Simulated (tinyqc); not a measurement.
Worked calculation: geometry optimisation on the UHF/sto-3g surface (energies and gradients from PySCF), for H3, spin multiplicity 2. One step of it, computed by the program tinyqc.

Question. Step 2: move. Steepest descent, p = -g / 0.3; steps longer than 0.5 bohr are cut back.

positions after step 1 (bohr):
```
            x          y          z
1H   0.096503   0.043744  -0.040861
2H   0.014325  -0.264616   1.656177
3H  -0.076813   1.878162   0.134570
```

gradient (hartree/bohr):
```
              x            y            z
1H   0.00574394  -0.01802300  -0.06440479
2H  -0.00678373   0.07815494  -0.00183762
3H   0.00103979  -0.06013194   0.06624241
```

Give: positions after step 2.

Answer.

positions after step 2 (bohr):
```
          x        y        z
1H   0.0774   0.1038   0.1738
2H   0.0369  -0.5251   1.6623
3H  -0.0803   2.0786  -0.0862
```
